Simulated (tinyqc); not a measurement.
Global model of a low-pressure process discharge: electron temperature, density, ion flux and ion energy: one step, computed by the program tinyqc. Command: `OMP_NUM_THREADS=1 python tinyqc.py 3113459 3113460 out.jsonl plasma walk`. One thread of a shared host (Intel(R) Xeon(R) Processor @ 2.30GHz), about 0.01 s of CPU time with the checks.

Maxwellian electrons with temperature T_e in eV, one positive ion, no negative ions, uniform bulk density n; rate constants have the Arrhenius form.

Problem. Electron temperature. Particle balance: K0 exp(-E_iz/T_e) n_g d_eff = u_B, u_B = sqrt(e T_e/M). Root found by bracketing.

Inputs (values chosen for the exercise, of the order of those of an inductive discharge in a simple atomic gas):

| quantity | value | unit |
|---|---|---|
| ion mass M | 32 | u |
| ionisation prefactor K0 | 5.2e-14 | m^3/s |
| ionisation energy E_iz | 16.2 | eV |
| gas temperature T_g | 500 | K |
| radius R | 12 | cm |
| height L | 14 | cm |

gas density n_g = 5.649517e+20 1/m^3

d_eff = 26.81800 cm

Constants: e = 1.602176634e-19 C; u = 1.6605390666e-27 kg.

Give: T_e; Bohm velocity u_B; K_iz.

Solution.

T_e = 2.007 eV

Bohm velocity u_B = 2460 m/s

K_iz = 1.624e-17 m^3/s

Caution: at so short an ion path the formulas for h_L and h_R give way to the ambipolar-diffusion limit.
